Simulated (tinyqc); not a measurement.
# Band offsets from two capacitances

Problem. A p-n heterojunction (1: p-type, 2: n-type) in the depletion approximation obeys 1/C^2 = 2 (er1 N1 + er2 N2)(Vbi - V)/(q eps0 er1 er2 N1 N2), with Vbi = dEc + Eg1 - Vt ln(Nc2 Nv1/(N1 N2)), dEc = Ec2 - Ec1 and dEv = Eg2 - Eg1 - dEc. Find N2, Vbi, dEc and dEv.

Parameters, values chosen for the exercise; band and dielectric values those of a made-up pair:
```
symbol    value   unit                                          meaning
T           400      K                                      temperature
Eg1        1.66     eV                           band gap of material 1
er1        10.3                     relative permittivity of material 1
Nv1     2.08e19  cm^-3     valence-band density of states of material 1
Eg2        1.63     eV                           band gap of material 2
er2        14.7                     relative permittivity of material 2
Nc2     7.44e17  cm^-3  conduction-band density of states of material 2
N1         1e16  cm^-3                   acceptor density of material 1
```

Constants: q = 1.602176634e-19 C, kB = 1.380649e-23 J/K, Vt = kB T/q, eps0 = 8.8541878128e-14 F/cm where lengths are in cm. Results are converted to the units shown.

C at V = -0.7 and -4.7 V (nF/cm^2): [13.853400, 7.4974254]

Answer. The slope of 1/C^2 against -V is (2/(q eps0)) (1/(er2 N2) + 1/(er1 N1)), which gives N2; the intercept is Vbi, and the offsets follow.

N2 = 5.400e15 cm^-3
Vbi = 0.9569 V
dEc = -0.2700 eV
dEv = 0.2400 eV

Program tinyqc, `OMP_NUM_THREADS=1 python tinyqc.py 2040006 2040007 out.jsonl`; Intel Xeon 2.30GHz, shared host, one thread, about 0.02 s.
